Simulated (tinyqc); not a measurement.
Length of a molecular wire: coherent transport through a tight-binding bridge. Computed by the program tinyqc. T = Gamma_L Gamma_R |G_1n|^2 with the self-energies of semi-infinite chains.

A uniform bridge between two chains:
```
parameter                        value
site energy (eV)              1.150000
hopping in the bridge (eV)    1.190000
lead hopping (eV)             1.660000
couplings (eV)              0.52, 1.09
E (eV)                       -0.010000
```

Transmission against length:
```
sites           T    ln T
2      6.1518e-01  -0.486
3      2.7015e-01  -1.309
4      2.2602e-01  -1.487
5      6.2910e-01  -0.463
7      2.3190e-01  -1.461
8      6.3849e-01  -0.449
9      2.5129e-01  -1.381
10     2.3855e-01  -1.433
```

Estimate the missing row, sites = 6.

Computed row:
```
sites           T    ln T
6      2.6022e-01  -1.346
```

E lies inside the band of the bridge (|E - e|/2h = 0.487 < 1): T does not decay but oscillates with length, between 0.226 and 0.638 here, as levels of the bridge pass E.
